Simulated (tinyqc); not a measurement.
Dielectric surroundings: exciton in an atomically thin sheet (Rytova-Keldysh potential).

Relative motion in the plane with V(k) = -2 pi q/(k (kap + r0 k)), q = e^2/(4 pi eps0), c = hbar^2/2m0. Normalised Gaussians exp(-a_i r^2): with A = a_i + a_j, S_ij = 2 sqrt(a_i a_j)/A, T_ij = (4c/mu)(a_i a_j/A) S_ij, V_ij = -q S_ij times the integral over k from 0 to infinity of exp(-k^2/4A)/(kap + r0 k).

Converged values use 20 Gaussians with exponents 2^i/b^2, i = -11 to 8, b the larger of a0 kap/(2 mu) and sqrt(a0 r0/mu), a0 = 0.5291772 angstrom; p states use r exp(i theta) exp(-a r^2).

Constants: hbar^2/2m0 = 3.80998211 eV angstrom^2; e^2/(4 pi eps0) = 14.39964547 eV angstrom; Ry = 13.60569312 eV.

Parameters, chosen for this exercise (out of a larger set: near those of a WS2 monolayer; not measured data): r0 = 35.3 angstrom (screening length of the sheet); kaps = (1, 1.5, 2.45, 3.5, 4.5, 7, 12) (surroundings).

mu = 0.179577 m0

Converged 1s and 2s bindings; the hydrogen value is 4 Ry mu/kap^2.

Bindings (meV):

| kap | 1s | 2s | 2s line - 1s line | hydrogen 1s | 1s/2s |
|---|---|---|---|---|---|
| 1.00 | 569.3 | 243.9 | 325.4 | 9773 | 2.33 |
| 1.50 | 441.5 | 161.3 | 280.3 | 4344 | 2.74 |
| 2.45 | 305.4 | 88.5 | 216.8 | 1628 | 3.45 |
| 3.50 | 221.8 | 53.5 | 168.3 | 798 | 4.15 |
| 4.50 | 171.7 | 36.3 | 135.4 | 483 | 4.73 |
| 7.00 | 102.2 | 17.5 | 84.7 | 199 | 5.85 |
| 12.0 | 47.8 | 6.7 | 41.1 | 68 | 7.15 |

The 1s binding falls by a factor 11.9 where the hydrogen model gives 144; the local exponent d ln E/d ln kap moves from -0.63 to -1.41, towards -2. The ratio 1s/2s climbs from 2.3 to 7.2, towards the hydrogen value 9, as r0/kap shrinks from 35.3 to 2.9 angstrom.

(tinyqc, `OMP_NUM_THREADS=1 python tinyqc.py 1251739 1251740 out.jsonl`, Intel(R) Xeon(R) Processor @ 2.30GHz, 1 thread, shared host, about 0.04 s.)
